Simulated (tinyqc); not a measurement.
Out-diffusion of a doped substrate or buried layer into a growing epitaxial film. From one set of inputs to another, one input at a time. Computed by tinyqc, a small Python program. Command: `OMP_NUM_THREADS=1 python tinyqc.py 3008423 3008424 out.jsonl buried ladder`. One thread of a shared host (Intel(R) Xeon(R) Processor @ 2.30GHz), about 0.01 s of CPU time with the checks.

x is counted from the original substrate surface into the film, whose surface moves as x = v t. Substrate dopant has one diffusivity; the dopant of the film is taken as uniform.

The inputs printed are set A. Set A is modelled on antimony in silicon; the values taken over come from a set modelled on boron in silicon. Inputs not listed in the table keep their values of set A, so the rows need not describe a real material.

Inputs (values chosen for the exercise, modelled on antimony in silicon): prefactor D0 = 3.79 cm^2/s; activation energy E = 3.84 eV; substrate concentration C_s = 3.7e+18 1/cm^3; film doping C_e = 3.3e+15 1/cm^3; growth rate v = 0.4 um/min; film thickness d = 0.58 um; growth temperature T = 1175 C; autodoping level at the start, as a share of C_s = 0.0002; decay length of autodoping = 0.39 um; later thermal budget (Dt)2 = 1e-10 cm^2.

Film doping: same type as the substrate.

Constants: k_B = 8.617333262e-05 eV/K.

Method:
- D = D0 exp(-E/(k_B T)); growth time t = d/v; l = 2 sqrt(D t); growth number G = v t/l = d/l; 1 um = 1e-4 cm.
- Temperatures in kelvin are T(C) + 273.15.
- After growth and the later budget: l2 = 2 sqrt(D t + (Dt)2); C(x) = (C_s/2) erfc(x/l2) + share x C_s exp(-x/decay length) for x > 0 (autodoping taken as unchanged by the later budget). The transition x_t solves C(x) = C_e, where the total doping is twice the intended value.
- Usable film = d - x_t. Also give x_t for the erfc term alone, after growth and after the later budget.

Each row keeps all changes above it:
```
input moved                              from       to  x_t after growth, erfc alone (um)  x_t after the later budget, erfc alone (um)  growth number G
set A                                       -        -                            0.16689                                      0.47228             7.68
growth temperature T (C)                 1175     1000                            0.02014                                      0.44227            63.63
substrate concentration C_s (1/cm^3)  3.7e+18  1.4e+19                            0.02254                                      0.49499            63.63
later thermal budget (Dt)2 (cm^2)       1e-10    2e-12                            0.02254                                      0.07347            63.63
decay length of autodoping (um)          0.39     0.41                            0.02254                                      0.07347            63.63
film thickness d (um)                    0.58      7.3                            0.07995                                      0.10622           225.74
film doping C_e (1/cm^3)              3.3e+15  8.5e+15                            0.07398                                      0.09829           225.74
```

x_t after growth, erfc alone goes from 0.167 to 0.0740, a factor 0.443 in all. The largest single move comes from growth temperature T (a factor 0.121), and film thickness d works against it (a factor 3.55). x_t after the later budget, erfc alone goes from 0.472 to 0.0983, a factor 0.208 in all. The largest single move comes from later thermal budget (Dt)2 (a factor 0.148), and film thickness d works against it (a factor 1.45). Growth number G goes from 7.68 to 226, a factor 29.4 in all. The largest single move comes from growth temperature T (a factor 8.29). The single moves hold for this order of the switches; the total does not depend on the order.

Caution (rows set A, substrate concentration C_s): the transition comes within a diffusion length of the surface, so the surface matters and the simple erfc is rough. Caution (rows substrate concentration C_s, later thermal budget (Dt)2, decay length of autodoping, film thickness d, film doping C_e): the substrate doping is comparable to or above the intrinsic density at growth temperature, so the diffusivity may be higher on that side.

Extremes, crossings and ranges named in words are read from the listed rows.
